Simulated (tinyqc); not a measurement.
Tight binding, kagome lattice, step by step. Computed by tinyqc, a small Python program that keeps every step. Settings: t1 = 1.13, t2 = 1.13, delta = 0, bands filled = 1. Command: `OMP_NUM_THREADS=1 python tinyqc.py 25164 25165 out.jsonl` (the two numbers bound the seeds that draw the settings). One thread of a shared host (Intel(R) Xeon(R) Processor @ 2.60GHz), about 0.01 s of CPU time with the checks.

## Bloch Hamiltonian at k

Parameters chosen for this model:
```
parameter     value                unit
t1         1.130000    eV, up triangles
t2         1.130000  eV, down triangles
delta             0        eV on site C
```

k point k (fractions of the reciprocal vectors): -0.09000  -0.32000

H_AB = -t1 - t2 exp(-i k.a1), H_AC = -t1 - t2 exp(-i k.a2), H_BC = -t1 - t2 exp(i k.(a1 - a2)), H_CC = delta.

H(k) at k (eV):
```
                   A                  B                  C
A            0.00000  -2.08409-0.60548i  -0.64887-1.02245i
B  -2.08409+0.60548i            0.00000  -1.27163-1.12109i
C  -0.64887+1.02245i  -1.27163+1.12109i            0.00000
```

## Levels at k

Diagonalise the Hermitian matrix.

eigenvalues (eV): -3.41466  1.15466  2.26000

weights |c|^2 of the basis functions:
```
    band 1   band 2   band 3
A  0.33884  0.30504  0.35612
B  0.39312  0.02637  0.58050
C  0.26803  0.66859  0.06338
```

## Bloch Hamiltonian at K

k point K (fractions of the reciprocal vectors): 0.33333  0.66667

As before.

H(k) at K (eV):
```
                   A                  B                  C
A            0.00000  -0.56500+0.97861i  -0.56500-0.97861i
B  -0.56500-0.97861i            0.00000  -0.56500+0.97861i
C  -0.56500+0.97861i  -0.56500-0.97861i            0.00000
```

## Levels at K

As before.

eigenvalues (eV): -1.13000  -1.13000  2.26000

## Bands along a path

The same steps at evenly spaced points between the labelled ones.

Bands along the path (eV):
```
k            band 1    band 2   band 3
G          -4.52000   2.26000  2.26000
G-K 0.25   -4.21722   1.95722  2.26000
G-K 0.50   -3.39000   1.13000  2.26000
G-K 0.75   -2.26000         0  2.26000
K          -1.13000  -1.13000  2.26000
K-M 0.25   -1.59806  -0.66194  2.26000
K-M 0.50   -1.95722  -0.30278  2.26000
K-M 0.75   -2.18299  -0.07701  2.26000
M          -2.26000         0  2.26000
M-K' 0.25  -2.18299  -0.07701  2.26000
M-K' 0.50  -1.95722  -0.30278  2.26000
M-K' 0.75  -1.59806  -0.66194  2.26000
K'         -1.13000  -1.13000  2.26000
```

With 1 band(s) filled, the highest filled level on these points lies at K and the lowest empty one at K: the bands touch or overlap, so there is no gap.
